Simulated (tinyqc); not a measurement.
# CMOS inverter, nodal equation and switching: what changes with what

An n-channel pull-down (bn, VTn) and a p-channel pull-up (bp, VTp) share the input Vin and the output node Vout, which carries the load C. Transistor (EKV form, voltages against the body): I = 2 n b Vt^2 [F(vp - Vs) - F(vp - Vd)] from drain to source, F(v) = ln^2(1 + exp(v/(2 Vt))), vp = (Vg - VT + sg |Vd - Vs|)/n. n-channel bodies are at 0; for the p-channel device all voltages are counted down from Vdd. b in uA/V^2 gives I in uA. Static: In = Ip. Transient: C dVout/dt = Ip - In. No velocity saturation, no gate capacitance beyond C.

Parameters, values chosen for the exercise:
- T = 300 K (temperature)
- Vdd = 0.7 V (supply voltage)
- n = 1.2 (slope factor)
- sg = 0.098 (drain-induced barrier lowering)
- VTn = 0.44 V (n-channel threshold)
- VTp = 0.37 V (p-channel threshold (magnitude))
- bn = 160 uA/V^2 (gain factor of the pull-down transistor)
- bp = 80 uA/V^2 (gain factor of the pull-up transistor)
- C = 1.6 fF (load capacitance)

Constants: q = 1.602176634e-19 C, kB = 1.380649e-23 J/K, Vt = kB T/q. Results are converted to the units shown.

Each table varies one quantity; the others keep the values above.

## Effect of the drain-induced barrier lowering

VM solves In = Ip with Vin = Vout; VIL and VIH are the inputs of gain -1, NML = VIL - Vout(VIH), NMH = Vout(VIL) - VIH. For a step input the delay to Vdd/2 is tHL = C times the integral of dV/(In - Ip) from Vdd/2 to Vdd at Vin = Vdd, and tLH likewise with Ip - In from 0 to Vdd/2 at Vin = 0.

Result of one run:

| sg | VM (V) | gain at VM | NML (V) | NMH (V) | tHL (ps) | tLH (ps) |
|---|---|---|---|---|---|---|
| 0.19 | 0.3663 | -5.263 | 0.2666 | 0.2275 | 65.40 | 91.55 |

What becomes of these results when the drain-induced barrier lowering sg is changed from 0.19 to 0.01, all else the same?

Result of the changed run:

| sg | VM (V) | gain at VM | NML (V) | NMH (V) | tHL (ps) | tLH (ps) |
|---|---|---|---|---|---|---|
| 0.01 | 0.3720 | -99.96 | 0.3358 | 0.2915 | 118.6 | 149.3 |

The whole series:

| sg | VM (V) | gain at VM | NML (V) | NMH (V) | tHL (ps) | tLH (ps) |
|---|---|---|---|---|---|---|
| 0.01 | 0.3720 | -99.96 | 0.3358 | 0.2915 | 118.6 | 149.3 |
| 0.04 | 0.3710 | -25.00 | 0.3246 | 0.2809 | 105.9 | 136.3 |
| 0.07 | 0.3701 | -14.28 | 0.3132 | 0.2703 | 95.22 | 125.0 |
| 0.1 | 0.3691 | -9.999 | 0.3018 | 0.2596 | 86.06 | 115.0 |
| 0.13 | 0.3682 | -7.692 | 0.2902 | 0.2489 | 78.19 | 106.3 |
| 0.16 | 0.3673 | -6.250 | 0.2785 | 0.2382 | 71.36 | 98.49 |
| 0.19 | 0.3663 | -5.263 | 0.2666 | 0.2275 | 65.40 | 91.55 |
| 0.22 | 0.3654 | -4.545 | 0.2547 | 0.2168 | 60.17 | 85.35 |

As sg goes from 0.01 to 0.22, VM falls from 0.372 to 0.365 V, the size of the gain falls from 100 to 4.55, tHL falls from 119 to 60.2 ps and tLH falls from 149 to 85.3 ps. The smaller margin is largest, 0.291 V, at sg = 0.01 among the rows. Barrier lowering gives both transistors an output conductance, which caps the gain.

## Effect of the gain factor of the pull-up transistor

Same model as above.

Effect of the gain factor of the pull-up transistor:

| bp (uA/V^2) | VM (V) | gain at VM | NML (V) | NMH (V) | tHL (ps) | tLH (ps) |
|---|---|---|---|---|---|---|
| 32 | 0.3524 | -10.20 | 0.2838 | 0.2784 | 86.63 | 289.1 |
| 49 | 0.3602 | -10.20 | 0.2925 | 0.2700 | 86.63 | 188.8 |
| 75 | 0.3680 | -10.20 | 0.3012 | 0.2616 | 86.63 | 123.4 |
| 120 | 0.3766 | -10.20 | 0.3107 | 0.2522 | 86.63 | 77.10 |
| 180 | 0.3840 | -10.20 | 0.3189 | 0.2441 | 86.63 | 51.40 |
| 270 | 0.3914 | -10.20 | 0.3269 | 0.2360 | 86.63 | 34.27 |
| 420 | 0.3995 | -10.20 | 0.3357 | 0.2270 | 86.63 | 22.03 |
| 640 | 0.4073 | -10.20 | 0.3440 | 0.2184 | 86.63 | 14.46 |

What does the table show?

As bp goes from 32 to 640 uA/V^2, VM rises from 0.352 to 0.407 V, the size of the gain stays near 10.2, tHL stays near 86.6 ps and tLH falls from 289 to 14.5 ps. The smaller margin is largest, 0.278 V, at bp = 32 uA/V^2 among the rows. A stronger pull-up raises VM and trades low-side against high-side margin.

## Effect of the supply voltage

Same model as above.

Effect of the supply voltage:

| Vdd (V) | VM (V) | gain at VM | NML (V) | NMH (V) | tHL (ps) | tLH (ps) |
|---|---|---|---|---|---|---|
| 0.2 | 0.1215 | -7.455 | 0.08817 | 0.03976 | 9.261e5 | 2.036e5 |
| 0.3 | 0.1719 | -9.690 | 0.1330 | 0.08474 | 4.868e4 | 1.308e4 |
| 0.4 | 0.2218 | -10.12 | 0.1776 | 0.1296 | 3372 | 1527 |
| 0.5 | 0.2715 | -10.19 | 0.2214 | 0.1741 | 512.7 | 413.0 |
| 0.6 | 0.3208 | -10.20 | 0.2636 | 0.2179 | 169.8 | 191.2 |
| 0.8 | 0.4163 | -10.20 | 0.3363 | 0.3009 | 54.84 | 80.53 |
| 1 | 0.5060 | -10.20 | 0.3841 | 0.3774 | 29.96 | 48.64 |
| 1.2 | 0.5913 | -10.20 | 0.4115 | 0.4524 | 20.07 | 34.34 |

Read the table: what changes, and by how much?

As Vdd goes from 0.2 to 1.2 V, VM rises from 0.121 to 0.591 V, the size of the gain rises from 7.45 to 10.2, tHL falls from 9.26e5 to 20.1 ps and tLH falls from 2.04e5 to 34.3 ps. The smaller margin is largest, 0.411 V, at Vdd = 1.2 V among the rows. For Vdd = 1 to 1.2 V the overdrive passes 0.5 V, where velocity saturation, left out here, would lengthen the delays of short devices. For Vdd = 0.2 to 0.4 V the supply is below a threshold, where mismatch, left out here, dominates margins and delay.

tinyqc, about 0.06 s, one thread, Intel Xeon 2.30GHz (shared host): `OMP_NUM_THREADS=1 python tinyqc.py 2340103 2340104 out.jsonl`
